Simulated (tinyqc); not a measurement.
# MOSFET in the linear regime without short-channel effects, parameter extraction from computed curves: extraction methods against the temperature

Inversion charge Q = Cox n Vt W0(exp((Vg - VT)/(n Vt))), W0 the Lambert function and n = nf; u = Q/Cox; mobility mu = mu0/(1 + th1 u + th2 u^2); channel resistance Rch = (L - dL)/(W mu Q); Id = Vd/(Rch + Rsd/W). Cox = eps0 eox/tox. Small Vd, no channel-length or drain effects.

From the continuous curve Id(Vg): tangent at peak gm (V_ext = Vg - Id/gm); constant current Id = 0.1 uA W/L; peak of d2Id/dVg2; Y = Id/sqrt(gm) drawn through Vg = VT + 0.6 and VT + 0.8 V, with intercept VT_Y and slope s. Mobilities gm,max L/(W Cox Vd) and s^2 L/(W Cox Vd) with the drawn L. Last column: share of Rsd/W in the total resistance at VT + 0.8 V.

Values chosen for this exercise; channel values of the order met in silicon transistors: relative permittivity of the gate insulator (close to silicon dioxide) eox = 3.9; insulator thickness tox = 1.5 nm; low-field mobility mu0 = 240 cm^2/(V s); first mobility attenuation factor th1 = 0.07 1/V; second mobility attenuation factor th2 = 0.16 1/V^2; threshold voltage VT = 0.55 V; body factor nf = 1.28; gate width W = 1 um; drawn gate length L = 0.41 um; drawn less effective length dL = 0.007 um; source plus drain resistance Rsd = 170 ohm um; drain voltage Vd = 0.05 V.

Constants: q = 1.602176634e-19 C, kB = 1.380649e-23 J/K, Vt = kB T/q, eps0 = 8.8541878128e-14 F/cm where lengths are in cm. Results are converted to the units shown.

Results:
columns A: T (K); B: V_ext (V); C: constant current (V); D: second derivative (V); E: VT_Y (V); F: mobility from gm (cm^2/(V s)); G: mobility from Y (cm^2/(V s)); H: series share (%)
```
A        B      C      D      E    F    G     H
77   0.559  0.546  0.548  0.621  211  297  13.4
110  0.560  0.539  0.547  0.625  205  292  13.3
220  0.561  0.507  0.544  0.632  191  275  12.9
300  0.559  0.480  0.541  0.634  183  264  12.6
370  0.556  0.454  0.539  0.633  177  255  12.4
450  0.552  0.423  0.535  0.631  171  246  12.3
```

Estimate the missing row, T = 150 K.

Computed row:
columns A: T (K); B: V_ext (V); C: constant current (V); D: second derivative (V); E: VT_Y (V); F: mobility from gm (cm^2/(V s)); G: mobility from Y (cm^2/(V s)); H: series share (%)
```
A        B      C      D      E    F    G     H
150  0.561  0.528  0.546  0.628  199  285  13.1
```

With this row back in the table: The model has VT = 0.55 V and mu0 = 240 cm^2/(V s). Over the table the extracted thresholds move by 9.1 mV (tangent), 120 mV (constant current), 12 mV (second derivative), 13 mV (Y function). The mobility from gm falls from 211 to 171 and that from Y falls from 297 to 246 cm^2/(V s).

tinyqc, about 0.01 s, one thread, Intel Xeon 2.30GHz (shared host): `OMP_NUM_THREADS=1 python tinyqc.py 2210155 2210156 out.jsonl`
